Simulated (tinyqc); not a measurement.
Signal and retention of a DRAM cell: effect of the bit-line capacitance.

A stored one starts at Vd and leaks: Cs dV/dt = -I(V), I = a sqrt((V + Vb)/(Vd + Vb)) + b, with a = Ig exp[-(Eg1 q/kB)(1/T - 1/T0)] (generation in a depletion layer) and b = Is exp[-(Es q/kB)(1/T - 1/T0)]. The bit line is precharged to Vd/2, and charge sharing gives the signal (V - Vd/2) Cs/(Cs + Cb).

The cell fails below Vc = Vd/2 + dm (Cs + Cb)/Cs. With s = sqrt((Vc + Vb)/(Vd + Vb)), the time from Vd to Vc is t = [2 Cs (Vd + Vb)/a] [1 - s - (b/a) ln((a + b)/(a s + b))]. This time is the median of a log-normal spread: failing cells = Nc erfc(z/sqrt 2)/2, z = ln(t/tr)/sg.

Inputs (values chosen for the exercise): array voltage Vd = 1.2 V; cell capacitance Cs = 16 fF; smallest signal that the sense amplifier resolves dm = 67 mV; built-in plus back-bias voltage of the storage junction Vb = 1.47 V; junction leakage at V = Vd and T0 Ig = 3.8 fA; voltage-independent leakage at T0 Is = 0.21 fA; activation energy of Is Es = 0.26 eV; reference temperature T0 = 358 K; temperature T = 358 K; deviation of ln(retention time) over the cells sg = 0.7; cells Nc = 1.07e9; refresh interval tr = 64 ms; activation energy of Ig Eg1 = 0.5 eV.

Constants: q = 1.602176634e-19 C, kB = 1.380649e-23 J/K. Results are converted to the units shown.

Effect of the bit-line capacitance:
```
Cb (fF)   Vc (V)  retention time (s)  failing cells
15       0.72981              1.9618         540.53
30       0.79263              1.6890         1567.3
45       0.85544              1.4197         5098.2
60       0.91825              1.1538          19293
75       0.98106             0.89124          90008
90        1.0439             0.63182       5.7326e5
105       1.1067             0.37545       6.1458e6
120       1.1695             0.12203       1.9076e8
```

Vc rises by dm/Cs = 4.19 mV for each fF, and the retention time falls from 1.96 to 0.122 s; the margin is gone at Cb = 127 fF.

Range of the model: Real arrays also hold a tail of unusually leaky cells and cells whose retention varies in time, which this model lacks.

tinyqc, about 0.01 s, one thread, Intel Xeon 2.30GHz (shared host): `OMP_NUM_THREADS=1 python tinyqc.py 2130087 2130088 out.jsonl`
